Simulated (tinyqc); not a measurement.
Schottky emission and Poole-Frenkel conduction in an insulator, and how to tell them apart: two steps of the calculation.

Schottky emission (electrode-limited): J = As T^2 exp[-(pb - b sqrt(F))/Vt], b = sqrt(q/(4 pi eps0 ei)). Poole-Frenkel emission (bulk-limited): J = s0 F exp[-(pt - 2 b sqrt(F))/Vt]. F in V/cm.

Parameters, values chosen for the exercise; dielectric values close to those of silicon nitride:
- T = 300 K (temperature)
- ei = 4.23 (high-frequency relative permittivity)
- es = 7.82 (static relative permittivity)
- pt = 1.18 eV (trap depth)
- s0 = 0.024 S/cm (Poole-Frenkel prefactor)
- pb = 1.3 eV (electrode barrier)
- As = 51 A/(cm^2 K^2) (Richardson constant)
- F = 2.2 MV/cm (field)

Constants: q = 1.602176634e-19 C, kB = 1.380649e-23 J/K, Vt = kB T/q, eps0 = 8.8541878128e-14 F/cm where lengths are in cm. Results are converted to the units shown.

Question 1. Both currents at one field. Lowerings b sqrt(F) and 2 b sqrt(F); the image-force maximum lies at sqrt(q/(16 pi eps0 ei F)) from the electrode.

Find: Schottky lowering; position of the barrier top; Poole-Frenkel lowering; J, Schottky; J, Poole-Frenkel.

Answer 1.

Schottky lowering = 273.7 meV
position of the barrier top = 0.6220 nm
Poole-Frenkel lowering = 547.3 meV
J, Schottky = 2.631e-11 A/cm^2
J, Poole-Frenkel = 1.242e-6 A/cm^2

Injection and bulk transport act in series, so the smaller capacity limits the current: here the electrode, by a factor of 47200.

Question 2. Which mechanism made these data. The data come from another sample of the same dielectric, in which one mechanism alone limits the current. Fit straight lines by least squares: ln J on sqrt(F) (Schottky plot, slope b/Vt) and ln(J/F) on sqrt(F) (Poole-Frenkel plot, slope 2 b/Vt), F in V/cm, and read a permittivity from each slope. The right mechanism gives a value near ei, and in any case between ei and es.

```
point  F (MV/cm)  J (A/cm^2)
0           1.12    4.992e-9
1           1.97    1.213e-6
2           2.81    8.488e-5
3           3.66    0.003247
4            4.5     0.07798
```

Wanted: slope of the Schottky plot; permittivity read as Schottky; slope of the Poole-Frenkel plot; permittivity read as Poole-Frenkel.

Answer 2.

slope of the Schottky plot = 0.01558 (cm/V)^0.5
permittivity read as Schottky = 0.8879
slope of the Poole-Frenkel plot = 0.01427 (cm/V)^0.5
permittivity read as Poole-Frenkel = 4.230

Both plots are nearly straight, so straightness decides nothing. Read as Poole-Frenkel the data give 4.23, which matches ei = 4.23; read as Schottky they give 0.888, below 1 and impossible. The data are Poole-Frenkel.

Computed by the program tinyqc: `OMP_NUM_THREADS=1 python tinyqc.py 2370165 2370166 out.jsonl`, one thread of a shared Intel Xeon 2.30GHz, about 0.01 s for the whole run.
